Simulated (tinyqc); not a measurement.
# Collinear exchange A + BC -> AB + C on a London-Eyring-Polanyi-Sato surface: saddle, string of images and rate, step by step

A worked calculation. Computed by tinyqc, a small Python program that keeps every step. Command: `OMP_NUM_THREADS=1 python tinyqc.py 3112804 3112805 out.jsonl leps walk`. One thread of a shared host (Intel(R) Xeon(R) Processor @ 2.30GHz), about 0.06 s of CPU time with the checks. Intermediate numbers are printed to about 5 digits and carried at full precision; extremes and crossings named in words are read from the listed rows.

x = r(AB), y = r(BC), r(AC) = x + y. V is counted from separated atoms, the barrier from A + BC, that is V + D(BC).

Inputs (values chosen for the exercise, for a model exchange):

| quantity | value | unit |
|---|---|---|
| D(AB) | 4.19 | eV |
| r0(AB) | 1.01 | angstrom |
| beta(AB) | 1.58 | 1/angstrom |
| D(BC) | 3.48 | eV |
| r0(BC) | 0.96 | angstrom |
| beta(BC) | 1.63 | 1/angstrom |
| D(AC) | 3.06 | eV |
| r0(AC) | 0.936 | angstrom |
| beta(AC) | 1.78 | 1/angstrom |
| Sato parameter S | 0.023 | - |
| mass of A | 35 | u |
| mass of B | 19 | u |
| mass of C | 12 | u |
| temperature T | 700 | K |
| step of the string | 0.01 | angstrom^2/eV |

Constants: nu for 1 eV/(angstrom^2 u) = 15.6333042 THz; h x 1 THz = 4.135667696 meV; k_B = 1.380649e-23 J/K; u = 1.6605390666e-27 kg; k_B = 8.617333262e-05 eV/K.

## One point of the surface

For each pair, with u = exp(-beta (r - r0)): Q = D [(3 + S) u^2 - (2 + 6 S) u]/(4 (1 + S)), J = D [(1 + 3 S) u^2 - (6 + 2 S) u]/(4 (1 + S)); V = Q1 + Q2 + Q3 - sqrt(((J1 - J2)^2 + (J2 - J3)^2 + (J3 - J1)^2)/2). Take x = r0(AB) + 0.3 and y = r0(BC) + 0.1 angstrom.

Pair terms:

| pair | u | Q (eV) | J (eV) |
|---|---|---|---|
| AB | 0.62251 | -0.16328 | -3.4296 |
| BC | 0.84959 | 0.31091 | -3.7122 |
| AC | 0.07789 | -0.11081 | -0.3473 |

V = -3.1961 eV

## Relaxing the string

String of 9 images between the fixed ends (r0(AB) + 2, r0(BC)) and (r0(AB), r0(BC) + 2), started on the two straight legs through (r0(AB) + 0.3, r0(BC) + 0.3): each iteration moves the inner images by -step x gradient (central differences) and spaces them evenly again along the broken line (coordinates are kept between 0.2 and 8 angstrom); stop when no coordinate changes by more than 1e-5 angstrom, at most 400 iterations.

Course:

| iteration | highest inner image above A + BC (eV) | largest move (angstrom) |
|---|---|---|
| 1 | 0.40114 | 2.1133e-02 |
| 2 | 0.38159 | 1.9827e-02 |
| 3 | 0.36419 | 1.8130e-02 |
| 4 | 0.34899 | 1.6296e-02 |
| 5 | 0.33589 | 1.4476e-02 |
| 6 | 0.32473 | 1.2746e-02 |
| 7 | 0.31532 | 1.1143e-02 |
| ... | ... | ... |
| 69 | 0.27286 | 1.7128e-05 |
| 70 | 0.27286 | 1.5600e-05 |
| 71 | 0.27286 | 1.4208e-05 |
| 72 | 0.27286 | 1.2939e-05 |
| 73 | 0.27286 | 1.1782e-05 |
| 74 | 0.27286 | 1.0728e-05 |
| 75 | 0.27286 | 9.7676e-06 |

Images at the end:

| image | x (angstrom) | y (angstrom) | V + D(BC) (eV) |
|---|---|---|---|
| 0 | 3.0100 | 0.9600 | 0.04077 |
| 1 | 2.5624 | 0.9628 | 0.08182 |
| 2 | 2.1150 | 0.9722 | 0.15954 |
| 3 | 1.6703 | 1.0217 | 0.27286 |
| 4 | 1.2761 | 1.2335 | 0.13687 |
| 5 | 1.0529 | 1.6195 | -0.35042 |
| 6 | 1.0162 | 2.0649 | -0.55491 |
| 7 | 1.0115 | 2.5124 | -0.63974 |
| 8 | 1.0100 | 2.9600 | -0.67728 |

last move = 9.7676e-06 angstrom

Converged in 75 iterations.

## Saddle by Newton steps

From the highest inner image, z -> z - H^-1 g with gradient g and Hessian H by central differences, steps capped at 0.15 angstrom, 12 steps.

The first seven points:

| step | x | y | V + D(BC) (eV) | \|g\| (eV/angstrom) |
|---|---|---|---|---|
| 0 | 1.6703 | 1.0217 | 0.27286 | 2.1948e-01 |
| 1 | 1.5231 | 1.0504 | 0.29133 | 1.0844e-01 |
| 2 | 1.5284 | 1.0589 | 0.29080 | 2.3157e-03 |
| 3 | 1.5286 | 1.0590 | 0.29080 | 8.1774e-07 |
| 4 | 1.5286 | 1.0590 | 0.29080 | 0 |
| 5 | 1.5286 | 1.0590 | 0.29080 | 0 |
| 6 | 1.5286 | 1.0590 | 0.29080 | 0 |

saddle (x, y) (angstrom): 1.5286  1.0590

barrier = 0.29080 eV

Hessian (eV/angstrom^2):
```
         x       y
x  -0.5975  4.2677
y   4.2677  8.9580
```

The highest image lies 17.9 meV below the saddle. Stretches at the saddle: AB 0.519, BC 0.099 angstrom, for a reaction energy D(BC) - D(AB) = -0.71 eV: an early barrier for an exothermic step.

## Frequencies at the saddle

Wilson matrix G = [[1/m_A + 1/m_B, -1/m_B], [-1/m_B, 1/m_B + 1/m_C]]; eigenvalues lambda of G H give nu = 15.6333042 THz x sqrt(|lambda|), the negative one being imaginary. Reactant: nu_BC from k = 2 D beta^2 and 1/m_B + 1/m_C. Skew angle: cos = sqrt(m_A m_C/((m_A + m_B)(m_B + m_C))).

imaginary frequency = 7.1575 THz

real frequency at the saddle = 15.075 THz

nu_BC = 24.789 THz

skew angle = 59.941 degrees

## Transition-state rate

One-dimensional rate constant without tunnelling, k = sqrt(k_B T/(2 pi mu)) [sinh(h nu_BC/(2 k_B T))/sinh(h nu_s/(2 k_B T))] exp(-barrier/(k_B T)) with mu = m_A (m_B + m_C)/(m_A + m_B + m_C); Wigner factor 1 + (h nu_i/(k_B T))^2/24; adiabatic barrier = barrier + h (nu_s - nu_BC)/2.

adiabatic barrier = 0.27071 eV

rate constant k = 338.60 cm/s

Wigner factor = 1.0100

## Rate against temperature

The formulas are those given above.

Rates; the last column is k_B T^2 d ln k/dT:

| T (K) | k (cm/s) | Wigner factor | activation energy (eV) |
|---|---|---|---|
| 300 | 4.7444e-01 | 1.0546 | 0.28780 |
| 400 | 7.9077e+00 | 1.0307 | 0.29465 |
| 550 | 8.4165e+01 | 1.0163 | 0.30396 |
| 750 | 4.7890e+02 | 1.0087 | 0.31503 |
| 1000 | 1.6566e+03 | 1.0049 | 0.32768 |
| 1400 | 5.0500e+03 | 1.0025 | 0.34662 |
| 2000 | 1.2321e+04 | 1.0012 | 0.37379 |

The activation energy goes from 0.288 eV at 300 K, near the adiabatic barrier plus k_B T/2 (0.284), to 0.374 eV at 2000 K; the classical limit is the barrier plus k_B T/2 (0.377).

Checks made by the program: V for A far away against -D(BC) (relative difference below 1e-10).
